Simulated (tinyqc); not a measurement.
What sets the wire resistivity: free and nearly free electrons in a metal.

The cubic cell holds 4 atoms: n = 4 z/a^3, kF = (3 pi^2 n)^(1/3), EF = c kF^2/m, vF = 2 c kF/(m hbar), c = hbar^2/2m0; rs = (3/(4 pi n))^(1/3)/a0; D(EF) = 3 n/(2 EF).

Square wire of width w with grain size w: rho/rho0 = 1/(1 - 3 al/2 + 3 al^2 - 3 al^3 ln(1 + 1/al)) + (3/4) (1 - p) l/w, with al = (l/w) Rg/(1 - Rg) (Mayadas-Shatzkes plus the thick-wire form of Fuchs-Sondheimer); l = hbar kF/(n e^2 rho), e = 1.602176634e-19 C.

Constants: hbar^2/2m0 = 3.80998211 eV angstrom^2; hbar = 6.58211957e-16 eV s; a0 (Bohr radius) = 0.5291772105 angstrom.

Parameters, chosen for this exercise (near those of Al; shifted at random, so the results belong to these values and not to a real crystal):
- a = 4.01 angstrom (fcc lattice constant)
- z = 3 (free electrons an atom)
- m = 0.97 m0 (mass)
- rho = 2.83 micro-ohm cm (bulk resistivity)
- p = 0.2 (specularity of the surfaces)
- Rg = 0.58 (reflection at grain boundaries)
- w = 20 nm (wire width)

All results formed anew.

Results for these values:
```
case,EF (eV),l (nm),wire rho (micro-ohm cm)
base,12.254,13.78,7.713
```

What happens to each result for m = 1.164 m0, all else kept?

Answer: EF falls from 12.254 to 10.211; l does not change at the printed digits; wire rho does not change at the printed digits.

The same for each parameter in turn:
```
case,EF (eV),l (nm),wire rho (micro-ohm cm)
base,12.254,13.78,7.713
a = 4.13 angstrom,11.552,14.61,8.005
m = 1.164 m0,10.211,13.78,7.713
rho = 3.396 micro-ohm cm,12.254,11.48,8.295
p = 0.5,12.254,13.78,7.275
Rg = 0.406,12.254,13.78,5.870
w = 14 nm,12.254,13.78,9.767
```

The mass drops out of l at given rho, because vF falls and tau rises by the same factor.

Run: tinyqc, `OMP_NUM_THREADS=1 python tinyqc.py 1652366 1652367 out.jsonl`; Intel(R) Xeon(R) Processor @ 2.30GHz, one thread, shared host; about 0.01 s of CPU time with all checks.
